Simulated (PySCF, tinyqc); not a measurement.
Inside a calculation. Method: RHF in the sto-3g basis, for H4, spin multiplicity 1. The lowest restricted solution is unstable here: a spin-polarised one lies 0.1992 hartree lower (PySCF). One step of it, computed by the program tinyqc.

Task: Orthogonalisation. S = U s U^T; canonical form X = U s^(-1/2), so that X^T S X = 1. Each column of U has its largest component positive (the first on a tie).

overlap S, lower triangle:
```
          1H 1s     2H 1s     3H 1s     4H 1s
1H 1s  1.000000
2H 1s  0.225703  1.000000
3H 1s  0.194202  0.068909  1.000000
4H 1s  0.068909  0.194202  0.225703  1.000000
```

Give: eigenvalues of S; X.

Result:

eigenvalues of S: 0.6490  0.8996  0.9626  1.4888

X:
```
             1        2        3       4
1H 1s   0.6206   0.5272   0.5096  0.4098
2H 1s  -0.6206  -0.5272   0.5096  0.4098
3H 1s  -0.6206   0.5272  -0.5096  0.4098
4H 1s   0.6206  -0.5272  -0.5096  0.4098
```
